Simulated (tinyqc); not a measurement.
Inside a calculation. Model: one-dimensional ballistic tunnel FET, two-band WKB.

Numbers from tinyqc (`OMP_NUM_THREADS=1 python tinyqc.py 2620040 2620041 out.jsonl`; about 0.01 s on one thread of a shared Intel Xeon 2.30GHz). Printed values are rounded.

A p-type source for x < 0 with its Fermi level at 0 and its valence edge at ds; in the channel the bands fall as D exp(-x/lam) towards their flat values, with the conduction edge at Ec = ds - dP and D = dP + Eg. The gate moves dP one to one. The drain Fermi level lies at -Vd and the drain side reflects nothing. For w = E - Ec between 0 and dP an electron crosses the gap. Two-band dispersion with equal masses m: inside the gap kappa = sqrt(m u (1 - u/Eg)/C), u the distance from a band edge, C = hbar^2/(2 m0).

Inputs (values chosen for the exercise); band and dielectric values those of a made-up semiconductor: temperature T = 300 K; band gap Eg = 1.48 eV; band-edge mass of the two-band model m = 0.074 m0; screening length of the source junction lam = 1.9 nm; source valence edge above the source Fermi level ds = 0.05 eV; drain bias Vd = 0.2 V; number of degenerate subbands (spin apart) g = 1; tunnelling window Ev(source) - Ec(channel) dP = 0.34 eV; energy above the channel conduction edge w0 = 0.12 eV; cells of the path nc = 8; points of the energy grid nE = 9.

Constants: q = 1.602176634e-19 C, kB = 1.380649e-23 J/K, hbar = 1.054571817e-34 J s, h = 6.62607015e-34 J s, m0 = 9.1093837015e-31 kg, Vt = kB T/q, hbar^2/(2 m0) = 0.0380998212 eV nm^2. Results are converted to the units shown.

## The path through the gap by the midpoint rule

At w = w0 the path runs from xa = lam ln(D/(w + Eg)) to xb = lam ln(D/w); u(x) = w + Eg - D exp(-x/lam) is the height above the valence edge. Cut it into nc equal cells: S = 2 (cell width) times the sum of kappa at the centres.

xa = 0.244782 nm
xb = 5.16629 nm

```
cell	x (nm)	u (eV)	kappa (1/nm)
0	0.55238	0.23915	0.624045
1	1.16757	0.61555	0.835651
2	1.78275	0.88784	0.830635
3	2.39794	1.08482	0.750067
4	3.01313	1.22731	0.637957
5	3.62832	1.33040	0.511075
6	4.24351	1.40497	0.371948
7	4.85870	1.45891	0.200935
```

S = 5.85944

## The exponent in closed form

S(w) = 2 lam int_0^Eg kappa(u) du/(w + Eg - u) = 2 pi lam sqrt(m/(C Eg)) [w + Eg/2 - sqrt(w (w + Eg))], T(w) = exp(-S). The common triangular estimate is S = (4/3) lam sqrt(m/C) Eg^1.5/(dP + Eg) for all w.

S(w0) = 5.76881
T(w0) = 0.00312347
triangular S = 3.49275

The midpoint value is 1.6 % above the closed form, and the triangular estimate 39 % below it.

## Current on a coarse grid

S(w) = 2 lam int_0^Eg kappa(u) du/(w + Eg - u) = 2 pi lam sqrt(m/(C Eg)) [w + Eg/2 - sqrt(w (w + Eg))], T(w) = exp(-S). I = g (2 q^2/h) int_0^dP T(w) [f(E) - f(E + Vd)] dw, E = ds - dP + w, f(x) = 1/(1 + exp(x/Vt)). Simpson's rule on nE equally spaced points.

```
point	w (eV)	T(w)	difference of the f
0	0.000000	4.02584e-5	0.0298340
1	0.042500	7.29893e-4	0.137292
2	0.085000	0.00184610	0.451438
3	0.127500	0.00343929	0.808226
4	0.170000	0.00550545	0.947119
5	0.212500	0.00802908	0.943800
6	0.255000	0.0109874	0.793072
7	0.297500	0.0143534	0.427650
8	0.340000	0.0180973	0.126236
```

I = 0.107781 uA

A converged quadrature gives 0.1078 uA; this grid is within 0.01 % of that.
